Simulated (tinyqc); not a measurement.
Inputs raised by 10 %, one at a time: Froehlich polaron in a polar crystal. Computed by tinyqc, a small Python program. Command: `OMP_NUM_THREADS=1 python tinyqc.py 3028494 3028495 out.jsonl frohlich sens`. One thread of a shared host (Intel(R) Xeon(R) Processor @ 2.30GHz), about 0.2 s of CPU time with the checks.

One electron in a parabolic band of mass m*, coupled to dispersionless LO phonons in the continuum model. Energies are in units of hbar omega unless marked, wave numbers in k_0 = sqrt(2 m* omega/hbar).

Inputs (values chosen for the exercise, for a model crystal):
```
quantity                          value  unit
band mass m*                       0.89   m_0
LO phonon energy hbar omega        37.4   meV
eps_inf                            2.85     -
static dielectric constant eps_s     17     -
temperature T                       150     K
```

Constants: hbar^2/(2 m_0) = 3.80998212 eV angstrom^2; e^2/(4 pi eps_0) = 14.39964548 eV angstrom; k_B = 8.617333262e-05 eV/K; hbar = 6.582119569e-16 eV s; e = 1.602176634e-19 C; m_0 = 9.1093837015e-31 kg.

Method:
- 1/eps* = 1/eps_inf - 1/eps_s; k_0 = sqrt(2 m* omega/hbar) = sqrt(m* hbar omega / (hbar^2/(2 m_0))) with m* in m_0; alpha = (e^2/(4 pi eps_0)) k_0/(2 eps* hbar omega); polaron length 1/k_0.
- Feynman's bound: E(v, w) = 3 (v - w)^2/(4 v) - (alpha v/sqrt(pi)) int_0^infinity e^-u D(u)^(-1/2) du, D = w^2 u + ((v^2 - w^2)/v)(1 - e^(-v u)); integrals by 80 Gauss-Legendre points in s from 0 to 1 with u = 40 s^2.
- Minimise over v > w > 0 (simplex search); mass m_p/m* = 1 + (alpha v^3/(3 sqrt(pi))) int u^2 e^-u D^(-3/2) du.
- Scattering by absorption of an LO phonon: 1/tau = 2 alpha omega n, n = 1/(exp(hbar omega/(k_B T)) - 1); mu = e tau/m*, the weak-coupling result for k_B T well below hbar omega.

Runs; columns: (1) input moved; (2) from; (3) to; (4) polaron length 1/k_0 (angstrom); (5) polaron energy, Feynman (meV); (6) m_p/m*, Feynman; (7) mobility (cm^2/(V s)):
```
(1)                                 (2)    (3)     (4)      (5)    (6)     (7)
base run                              -      -  10.699  -215.22  4.411  56.435
band mass m* (m_0)                 0.89  0.979  10.201  -227.28  5.069  48.917
LO phonon energy hbar omega (meV)  37.4  41.14  10.201  -224.34  3.905  72.923
eps_inf                            2.85  3.135  10.699  -189.05  3.363  63.355
static dielectric constant eps_s     17   18.7  10.699  -219.72  4.641  55.421
temperature T (K)                   150    165  10.699  -215.22  4.411  42.617
```

Exponents ln(y'/y) / ln(x'/x):
```
input                             polaron length 1/k_0  polaron energy, Feynman  m_p/m*, Feynman  mobility
band mass m*                                      -0.5                    0.572            1.459    -1.500
LO phonon energy hbar omega                       -0.5                    0.435           -1.278     2.689
eps_inf                                            0.0                   -1.360           -2.846     1.213
static dielectric constant eps_s                   0.0                    0.217            0.533    -0.190
temperature T                                      0.0                    0.000            0.000    -2.947
```

Among the inputs moved here: polaron length 1/k_0 answers most in size to band mass m* (exponent -0.500), and about equally to LO phonon energy hbar omega (-0.500); its exponent is below 0.0005 for eps_inf, static dielectric constant eps_s, temperature T. Its exponent -0.500 in band mass m*: the length goes as m*^(-1/2). Polaron energy, Feynman answers most in size to eps_inf (exponent -1.360), next to band mass m* (+0.572); its exponent is below 0.0005 for temperature T. m_p/m*, Feynman answers most in size to eps_inf (exponent -2.846), next to band mass m* (+1.459); its exponent is below 0.0005 for temperature T. mobility answers most in size to temperature T (exponent -2.947), next to LO phonon energy hbar omega (+2.689). Its exponent -1.500 in band mass m*: alpha gives m*^(-1/2) and e tau/m* another 1/m*.

Caution (all rows): this mobility formula holds for weak coupling and k_B T well below hbar omega, and it leaves out all other scattering.
